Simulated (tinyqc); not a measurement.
# Which input was changed?

Model: straight dislocations in isotropic elasticity: fields, energies, partials, Peierls stress and walls. Computed by tinyqc, a small Python program. Command: `OMP_NUM_THREADS=1 python tinyqc.py 3002670 3002671 out.jsonl disloc which`. One thread of a shared host (Intel(R) Xeon(R) Processor @ 2.30GHz), about 0.03 s of CPU time with the checks.

The line runs along z, the glide plane is y = 0, and beta is the angle between b and the line (0 screw, 90 degrees edge): b_e = b sin(beta) along +x with the extra half plane at y > 0, b_s = b cos(beta). Stress is positive in tension.

Inputs (values chosen for the exercise, modelled on aluminium):

| quantity | value | unit |
|---|---|---|
| shear modulus G | 26.5 | GPa |
| Poisson ratio nu | 0.346 | - |
| Burgers vector b | 2.863 | angstrom |
| dislocation density rho | 3.8e+13 | 1/m^2 |
| core radius r0/b | 0.5 | - |
| tilt angle theta | 0.53 | degrees |
| source length l | 160 | nm |

Character: edge.

Constants: 1 eV/angstrom^3 = 160.2176634 GPa.

Method:
- Energy factor K = G [cos^2(beta) + sin^2(beta)/(1 - nu)].
- E = K b^2/(4 pi) ln(R/r0) with R = 1/(2 sqrt(rho)); tension T = E + d^2E/d(beta)^2 = G b^2 [1 + nu - 3 nu sin^2(beta)]/(4 pi (1 - nu)) ln(R/r0). The core energy is taken into r0.
- Frank-Read source, averaged over the loop: tau = G b/(2 pi l) [(1 - nu/2)/(1 - nu)] ln(l/r0). Taylor hardening: tau = 0.3 G b sqrt(rho).
- A symmetric tilt wall of edge dislocations has the spacing h = b/(2 sin(theta/2)); Read-Shockley: gamma_b = E0 theta (A - ln theta), E0 = G b/(4 pi (1 - nu)), A = 1 + ln(b/(2 pi r0)), theta in radians.

Question. One of these inputs alone was changed, within the range given: shear modulus G (13.25 to 53); Poisson ratio nu (0.173 to 0.46); Burgers vector b (1.431 to 5.726); source length l (80 to 320). Which one, and to what value?

Results:

| run | line energy E (eV/nm) | boundary energy (mJ/m^2) | Frank-Read stress (MPa) |
|---|---|---|---|
| before | 10.45822 | 38.75549 | 66.98424 |
| after | 6.00615 | 28.69774 | 51.72381 |

Answer.

Each candidate set to reproduce line energy E, and what it then gives:

| candidate | range searched | value needed | boundary energy (mJ/m^2) | Frank-Read stress (MPa) |
|---|---|---|---|---|
| shear modulus G (GPa) | 13.25 to 53 | 15.22 | 22.257 | 38.469 |
| Poisson ratio nu | 0.173 to 0.46 | out of reach | - | - |
| Burgers vector b (angstrom) | 1.431 to 5.726 | 2.120 | 28.698 | 51.724 |
| source length l (nm) | 80 to 320 | no effect | - | - |

Only Burgers vector b fits every result: it went from 2.863 to 2.12 angstrom. The next best candidate, shear modulus G, misses one result by 26 %.
